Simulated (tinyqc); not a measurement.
What moves the results: localisation in a chain with random site energies (transfer matrices). A value that a table varies takes the place of the one given here.

Hopping -t; leads with site energy 0, E = -2t cos(ka). psi_(j+1) = ((e_j - E)/t) psi_j - psi_(j-1), a product of matrices M_j = [[(e_j - E)/t, -1], [1, 0]]. For M = M_N ... M_1 the transmission is T = 4 sin^2(ka)/|M21 - M12 + M22 exp(ika) - M11 exp(-ika)|^2. Long samples draw e_j = W (x_j/2147483647 - 1/2) from x_j = 16807 x_(j-1) mod 2147483647, starting at x0. The localisation length xi, in sites, is defined by ln T = -2N/xi on average; weak disorder gives xi = 24 (4t^2 - E^2)/W^2, and the mean free path for backscattering is xi/2.

Numerical xi = N/ln sqrt(psi_(N+1)^2 + psi_N^2) for N = 20000 sites from psi_1 = 1, psi_0 = 0; its statistical error is about xi sqrt(xi/N).

Inputs chosen for the exercise:

| symbol | value | unit | meaning |
|---|---|---|---|
| t | 1.66 | eV | hopping |
| E | -1.73 | eV | energy |
| x0 | 9327 |  | start of the number sequence |
| W | 2.42 | eV | full width of the disorder |

## Localisation length against disorder

The same number sequence scaled by W.

xi (sites):

| W/t | W (eV) | numerical | error | weak disorder | strong: 1/(ln(W/2t) - 1) |
|---|---|---|---|---|---|
| 1.0 | 1.660 | 60.214 | 3.304 | 69.933 | - |
| 1.5 | 2.490 | 29.436 | 1.129 | 31.081 | - |
| 2.0 | 3.320 | 16.306 | 0.466 | 17.483 | - |
| 3.0 | 4.980 | 7.559 | 0.147 | 7.770 | - |
| 4.0 | 6.640 | 4.774 | 0.074 | 4.371 | - |
| 6.0 | 9.960 | 2.589 | 0.029 | 1.943 | - |
| 10.0 | 16.600 | 1.374 | 0.011 | 0.699 | 1.641 |
| 16.0 | 26.560 | 0.888 | 0.006 | 0.273 | 0.926 |

How do the results move?

At W = t the numerical value is 60.2 +/- 3.3 against 69.9, and at 2t 16.31 +/- 0.47 against 17.48. The weak-disorder formula is within 15 % for W/t = 1.5, 2, 3 and 4; at W = 16t it gives 0.27 and the strong-disorder form 0.93, against 0.89. All states of the chain are localised; disorder only sets the length.

## From ballistic to localised

200 samples of each length, cut one after another from the start of the sequence. Typical T = exp(mean ln T). Ohmic: 1/(1 + 2N/xi); localised: exp(-2N/xi), both with the weak-disorder xi.

Transmission:

| N | mean T | typical T | spread of ln T | ohmic | localised |
|---|---|---|---|---|---|
| 2 | 0.892 | 0.888 | 0.098 | 0.892 | 0.886 |
| 5 | 0.736 | 0.708 | 0.299 | 0.767 | 0.738 |
| 10 | 0.582 | 0.520 | 0.518 | 0.622 | 0.545 |
| 20 | 0.381 | 0.263 | 0.992 | 0.451 | 0.297 |
| 40 | 0.220 | 0.0905 | 1.606 | 0.291 | 0.0879 |
| 80 | 0.0794 | 0.00715 | 2.769 | 0.171 | 0.00773 |

How do the results move?

With xi = 32.9 sites, mean and typical T are 0.736 and 0.708 at N = 5, and 0.0794 and 0.00715 at N = 80, where ln T scatters by 2.8. The slope of ln(typical T) between 40 and 80 sites gives xi = 31.5, uncertain by about 9 % from the scatter of 200 samples. At N = 80 the ohmic law gives 23.8 times the typical value: a single channel has no ohmic range beyond a mean free path, and the mean is carried by rare resonant samples.

## What each parameter does

Numerical and weak-disorder xi. Each row changes one parameter from the base and keeps the others.

Results:

| case | numerical xi (sites) | weak-disorder xi (sites) |
|---|---|---|
| base | 31.21 | 32.91 |
| t = 1.909 eV | 46.25 | 47.47 |
| E = -1.21 eV | 37.26 | 39.17 |
| W = 2.904 eV | 21.33 | 22.85 |
| x0 = 9328 | 32.33 | 32.91 |

What does this show?

The largest shifts from the base row, up to three for each result and ties (the steps differ in size, so this ranks the rows, not the parameters). numerical xi (sites): t +15.04, W -9.88, E +6.05. weak-disorder xi (sites): t +14.57, W -10.05, E +6.27; unchanged at the printed digits by x0. A new x0 is another sample of the same disorder; its shift is one draw of the statistical scatter, about xi sqrt(xi/N); the other rows share one sample, so their errors are correlated.

Program tinyqc; command `OMP_NUM_THREADS=1 python tinyqc.py 1482159 1482160 out.jsonl`; about 0.07 s on one thread of a shared Intel(R) Xeon(R) Processor @ 2.30GHz.
